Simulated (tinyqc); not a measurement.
Worked calculation: Kronig-Penney superlattice by transfer matrices. Values are carried at full precision from step to step, so a last printed digit may differ when a step is redone from the rounded ones.

Wells (width a, potential 0, mass mw) alternate with barriers (width b, height V0, mass mb); period d = a + b; c = hbar^2/2m0. The vector (psi, psi'/m) is continuous, and a layer of thickness t carries it by M = [[cos kt, (m/k) sin kt], [-(k/m) sin kt, cos kt]] with k = sqrt(m (E - V)/c); for E < V, k = i kappa gives [[cosh, (m/kappa) sinh], [(kappa/m) sinh, cosh]] of kappa t. A Bloch state obeys cos(q d) = tr(Mb Mw)/2.

Constants: hbar^2/2m0 = 3.80998211 eV angstrom^2; hbar = 6.58211957e-16 eV s.

Parameters, chosen for this exercise (near those of a GaAs superlattice with barriers of AlGaAs; not measured data): a = 56 angstrom (well width); b = 20 angstrom (barrier width); V0 = 0.308 eV (barrier height); mw = 0.0658 m0 (mass in the wells); mb = 0.0985 m0 (mass in the barriers); E = 0.3441 eV (trial energy); F = 10 kV/cm (field along the axis).

## Layer matrices at one energy

Form the matrix of the well and of the barrier at E.

k in the well = 0.07709 1/angstrom
k in the barrier = 0.03055 1/angstrom

Mw (angstrom units):
```
[[-0.38517, -0.78770],
 [1.0812, -0.38517]]
```

Mb (angstrom units):
```
[[0.81908, 1.8497],
 [-0.17793, 0.81908]]
```

## The matrix of one period

Multiply M = Mb Mw and take half the trace. If its size is at most 1, E lies in a miniband and q d = arccos(tr M/2); otherwise the state decays by exp(-arccosh|tr M/2|) a period.

M:
```
[[1.6844, -1.3576],
 [0.95410, -0.17533]]
```

tr M/2 = 0.7545
q d in a band, or the decay exponent in a gap = 0.716

E lies in a miniband; det M = 1.0000, as for any such product.

## Miniband edges

The edges are the energies where tr M/2 = +1 (q = 0) or -1 (q = pi/d); the first three minibands.

Minibands:
```
band  bottom (eV)  top (eV)  width (meV)
1          0.0551    0.0904         35.3
2          0.2306    0.3704        139.8
3          0.5297    0.8534        323.7
```

1 miniband of these lies wholly below V0. The first gap is 140.2 meV wide; the single well of width a has E1 = 0.0710 eV, inside the first miniband.

## Dispersion along the axis

Solve tr M/2 = cos(q d) inside each miniband at q d/pi = 0, 1/6, ..., 1. The cosine form is E_bottom + (W/2)(1 - cos q d) with the true width W.

Energies (eV):
```
q d/pi  band 1  cosine form  band 2
0.000   0.0551       0.0551  0.3704
0.167   0.0569       0.0575  0.3550
0.333   0.0619       0.0639  0.3228
0.500   0.0697       0.0728  0.2887
0.667   0.0789       0.0816  0.2591
0.833   0.0870       0.0880  0.2383
1.000   0.0904       0.0904  0.2306
```

The cosine form, which holds for hopping between neighbouring wells alone, misses band 1 by at most 3.1 meV, 9 % of its width.

## Mass along the axis

With f(E) = tr M/2, 1 - (q d)^2/2 = 1 + f'(E_bottom)(E - E_bottom) gives m_z = -2 c f'/d^2 (f' by a central difference of 1e-6 eV at the bottom of band 1). The cosine form gives 4 c/(W d^2), W the width of band 1 between tr M/2 = +1 and -1.

f' = -78.36 1/eV
m_z = 0.1034 m0
m_z of the cosine form = 0.07477 m0
W = 35.29 meV

The mass along the axis is 1.57 times mw.

## In a field along the axis

One-band picture: ladder spacing e F d, Bloch frequency e F d/(2 pi hbar), and extent W/(e F) of a Stark state, with W the width of band 1; 1 kV/cm = 1e-5 V/angstrom.

e F d = 7.600 meV
Bloch frequency = 1.838 THz
W/(e F d) = 4.64 periods

The state spreads over about 5 periods.

## Checks

- Bottom of band 1 from 121 plane waves (the mass step taken by inverting the matrix of m) against the transfer matrix, eV: both 0.0551.

Run: tinyqc, `OMP_NUM_THREADS=1 python tinyqc.py 1282275 1282276 out.jsonl`; Intel(R) Xeon(R) Processor @ 2.30GHz, one thread, shared host; about 0.05 s of CPU time with all checks.
